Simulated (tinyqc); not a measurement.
# Depletion depth for a wanted scale length

Question. A single-gate structure has eps_r tan(pi ti/Lambda) + ei tan(pi ts/Lambda) = 0 for its lowest mode, with both thicknesses below Lambda. Find ts.

Values chosen for this exercise; permittivities: semiconductor made up, insulator close to that of silicon dioxide: relative permittivity of the semiconductor eps_r = 12.7; relative permittivity of the insulator ei = 3.74; insulator thickness ti = 1 nm.

Lambda = 14.984415 nm

Answer. The condition is explicit in ts: an arctangent, taken between 0 and pi.

ts = 12.00 nm

Program tinyqc, `OMP_NUM_THREADS=1 python tinyqc.py 2420083 2420084 out.jsonl`; Intel Xeon 2.30GHz, shared host, one thread, about 0.01 s.
